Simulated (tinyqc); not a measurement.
# Reflectance at normal incidence against thickness

Normal incidence on air, film (n1) and substrate (N2 = n2 - i k2): r01 = (1 - n1)/(1 + n1), r12 = (n1 - N2)/(n1 + N2), amplitude (r01 + r12 X)/(1 + r01 r12 X), X = exp(-4 pi i n1 d/lam), R its squared modulus, phase from 0 to 360 degrees.

Values chosen for this exercise: wavelength lam = 800 nm; index of the transparent film n1 = 1.313; index of the substrate n2 = 3.692; extinction coefficient of the substrate k2 = 0.0065.

Reflectance at normal incidence against thickness:
```
d (nm)	R (%)	phase of the reflected amplitude (degrees)
0	32.918	179.94
38	30.611	147.01
75	24.542	110.76
112	17.164	64.987
150	13.218	3.9047
188	16.395	301.53
225	23.636	254.19
262	30.047	217.09
300	32.884	183.88
```

R goes from 32.9 through a minimum of 13.2 (at d = 150 nm among the rows listed) to 32.9 %. At a quarter wave, d = 152 nm, R = 13.2 %; for a transparent substrate it would vanish for n1 = sqrt(n2) = 1.92.

Numbers from tinyqc (`OMP_NUM_THREADS=1 python tinyqc.py 2870203 2870204 out.jsonl`; about 0.4 s on one thread of a shared Intel Xeon 2.30GHz).
